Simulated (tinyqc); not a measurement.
Worked calculation: dopants and charged point defects at anneal temperature: Fermi-level effect, clustering and pairing. Computed by tinyqc, a small Python program that keeps every step. Command: `OMP_NUM_THREADS=1 python tinyqc.py 3011856 3011857 out.jsonl pairing walk`. One thread of a shared host (Intel(R) Xeon(R) Processor @ 2.30GHz), about 0.02 s of CPU time with the checks. Intermediate numbers are printed to about 6 digits and carried at full precision; extremes and crossings named in words are read from the listed rows.

Boltzmann statistics and full ionisation of active dopants. Energies are counted from the valence band; the defect (a vacancy or self-interstitial) has five charge states, with all degeneracy factors one.

Inputs (values chosen for the exercise, with bands modelled on GaAs):
```
quantity                                         value    unit
gap at 0 K E_g0                                   1.54      eV
Varshni alpha                                 0.000546    eV/K
Varshni beta                                       198       K
electron mass m_e                               0.0672     m_0
valleys M_c                                          1       -
hole mass m_h                                    0.512     m_0
anneal temperature T                              1100       K
total dopant density N                         1.2e+20   cm^-3
formation enthalpy of the neutral defect H_f      2.87      eV
formation entropy S_f                              8.1     k_B
site density N_s                               2.8e+22   cm^-3
intrinsic dopant diffusivity D_i               4.9e-15  cm^2/s
anneal time t                                       40       s
dopant atoms per cluster k                           3       -
cluster binding energy E_b                         2.1      eV
```

Dopant: donor. Second part: clustering of the dopant.

defect levels as fractions of E_g(T): (2+/+), (+/0), (0/-), (-/2-): 0.041  0.21  0.59  0.81

Constants: m_0 = 9.1093837015e-31 kg; k_B = 1.380649e-23 J/K; h = 6.62607015e-34 J s; k_B = 8.617333262e-05 eV/K.

## The host at the anneal temperature

E_g = E_g0 - alpha T^2/(T + beta). N_c = 2 M_c (2 pi m_e k_B T/h^2)^(3/2) and N_v = 2 (2 pi m_h k_B T/h^2)^(3/2), masses in units of m_0. n_i = sqrt(N_c N_v) exp(-E_g/2 k_B T); E_i = E_g/2 + (k_B T/2) ln(N_v/N_c).

E_g = 1.03102 eV

k_B T = 0.0947907 eV

n_i = 6.11782e+16 cm^-3

E_i = 0.659874 eV

effective density of states N_b of the majority band = 3.06926e+18 cm^-3

## Active and clustered dopant

n = A/2 + sqrt(A^2/4 + n_i^2) for an active density A. k ionised dopants and k carriers form one neutral cluster: C = N_s (A/N_s)^k (n/N_b)^k exp(E_b/k_B T), N_b the effective density of states of the majority band, and N = A + k C (60 bisections in ln A between ln N - 90 and ln N).

active density A = 2.44187e+18 cm^-3

clusters C = 3.91860e+19 cm^-3

active share = 0.0203489

98 % of the dopant is lost to clusters.

## Carrier density and Fermi level

chi = n/n_i (for acceptors n_i/p); E_F = E_i + k_B T ln chi; field enhancement h = 1 + A/sqrt(A^2 + 4 n_i^2).

n = 2.44340e+18 cm^-3

chi = 39.9391

E_F = 1.00940 eV

field enhancement h = 1.99875

The doping is 39.9 n_i: extrinsic conditions.

## Charged defects

C_0 = N_s exp(S_f/k_B) exp(-H_f/k_B T). Ratios to the neutral state at E_F = E_i: r_+ = exp((E(+/0) - E_i)/k_B T), r_2+ = r_+ exp((E(2+/+) - E_i)/k_B T), r_- = exp((E_i - E(0/-))/k_B T), r_2- = r_- exp((E_i - E(-/2-))/k_B T); at other E_F state q scales as chi^(-q). The enhancement is sum r_q chi^(-q)/sum r_q. The charge on the defects is left out of neutrality.

neutral defects C_0 = 6.54190e+12 cm^-3

Charge states:
```
state      ratio r  intrinsic (cm^-3)  doped (cm^-3)
2+     1.37746e-05        9.01122e+07    5.64919e+04
+      9.30453e-03        6.08693e+10    1.52405e+09
0      1.00000e+00        6.54190e+12    6.54190e+12
-      1.72302e+00        1.12718e+13    4.50187e+14
2-     2.71245e-01        1.77446e+12    2.83049e+15
```

all defects, doped = 3.28722e+15 cm^-3

enhancement over intrinsic = 167.296

mean charge = -1.85907 e

Doping leaves the neutral state alone and multiplies the total by 167; the most common state is 2- (in intrinsic material -).

## Dopant diffusivity

If every charge state of the defect carries the dopant equally well, D = D_i x enhancement x h x (active share A/N, a rough stand-in that overstates the dA/dN which immobile clusters call for), D_i being an input held fixed when T or H_f is moved; diffusion length 2 sqrt(D t).

effective diffusivity D = 3.33412e-14 cm^2/s

D/D_i = 6.80432

diffusion length = 23.0967 nm

## Against doping

chi = n/n_i; h = 1 + A/sqrt(A^2 + 4 n_i^2); the dopant diffusivity over its intrinsic value is D/D_i = enhancement x h x A/N, if every charge state carries the dopant equally well.

Trend at the anneal temperature:
```
N (cm^-3)  active A (cm^-3)      chi  defect enhancement  mean charge    D/D_i
1.80e+15        1.80000e+15   1.0148               1.011     -0.75666   1.0260
8.00e+15        8.00000e+15   1.0675               1.051     -0.77564   1.1197
3.50e+16        3.50000e+16   1.3262               1.255     -0.85752   1.6000
1.50e+17        1.49991e+17   2.8078               2.657     -1.14184   4.7151
6.60e+17        6.25802e+17  10.3260              15.886     -1.58515  29.8457
2.90e+18        1.20368e+18  19.7256              46.787     -1.74390  38.7395
1.30e+19        1.65322e+18  27.0601              81.983     -1.80253  20.8234
5.50e+19        2.13713e+18  34.9615             130.772     -1.84154  10.1544
2.40e+20        2.74522e+18  44.8949             208.106     -1.87304   4.7584
```

Well below n_i = 6.12e16 cm^-3 chi and the enhancement are near 1. At any doping d ln(enhancement)/d ln chi equals minus the mean charge, which goes from -0.76 to -1.87 over the rows. Clustering bends A over: its exponent in N falls to 0.17, towards 1/(2k) = 0.167, and D/D_i peaks at N = 2.9e18 cm^-3.

## Activation against anneal temperature

The formulas are those given above.

Equilibrium activation:
```
T (K)  n_i (cm^-3)  active A (cm^-3)  clusters C (cm^-3)  active share
660    9.86956e+13       1.42505e+17         3.99525e+19     0.0011875
770    9.34891e+14       3.85207e+17         3.98716e+19     0.0032101
880    5.20521e+15       8.22747e+17         3.97258e+19     0.0068562
990    2.02556e+16       1.49936e+18         3.95002e+19     0.0124946
1100   6.11782e+16       2.44187e+18         3.91860e+19     0.0203489
1210   1.53389e+17       3.66056e+18         3.87798e+19     0.0305047
1320   3.34010e+17       5.15123e+18         3.82829e+19     0.0429269
```

The active share goes from 0.00119 at 660 K to 0.0429 at 1320 K, so a layer activated by a hot, short anneal is metastable and deactivates in later, cooler steps if the dopant can move. Over the first three rows, where most dopant is clustered, a fit of ln A rises with slope 0.399 eV against -1/k_B T, near E_b/(2k) = 0.350 eV plus 0.75 k_B T.

Checks made by the program: conservation of the dopant (relative difference below 1e-10); ratios against Boltzmann factors of formation energies at E_F (relative difference below 1e-10).
